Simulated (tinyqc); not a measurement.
Projection against the Weibull slope.

Defects are spread at random, so -ln(1 - F) is proportional to the area: t63(A2) = t63 (A1/A2)^(1/beta), and the time to the share Fp is t63(A2) (-ln(1 - Fp))^(1/beta).

Inputs (values chosen for the exercise):
```
symbol,value,unit,meaning
A1,2.1,um^2,area of a test capacitor
A2,2.1e5,um^2,gate area of the product
Fp,0.0001,,allowed share of failed products
t63,45,s,characteristic time of a test capacitor
```

Projection against the Weibull slope:

| beta | t63 of the product (s) | time to Fp (s) | decades lost to area | decades lost to the percentile |
|---|---|---|---|---|
| 0.6 | 2.089e-7 | 4.500e-14 | 8.333 | 6.667 |
| 1.02 | 5.640e-4 | 6.756e-8 | 4.902 | 3.922 |
| 1.45 | 0.01603 | 2.795e-5 | 3.448 | 2.759 |
| 1.88 | 0.09855 | 7.345e-4 | 2.660 | 2.128 |
| 2.3 | 0.3015 | 0.005498 | 2.174 | 1.739 |
| 2.73 | 0.6633 | 0.02273 | 1.832 | 1.465 |
| 3.15 | 1.164 | 0.06253 | 1.587 | 1.270 |
| 3.58 | 1.805 | 0.1378 | 1.397 | 1.117 |
| 4 | 2.531 | 0.2531 | 1.250 | 1.000 |

Both losses go as 1/beta: together 15.0 decades at beta = 0.6 and 2.25 at 4. For small Fp only the ratio Fp/A2 counts, so ten times the area costs as much as a tenth of Fp.

Numbers from tinyqc (`OMP_NUM_THREADS=1 python tinyqc.py 2070016 2070017 out.jsonl`; about 0.01 s on one thread of a shared Intel Xeon 2.30GHz).
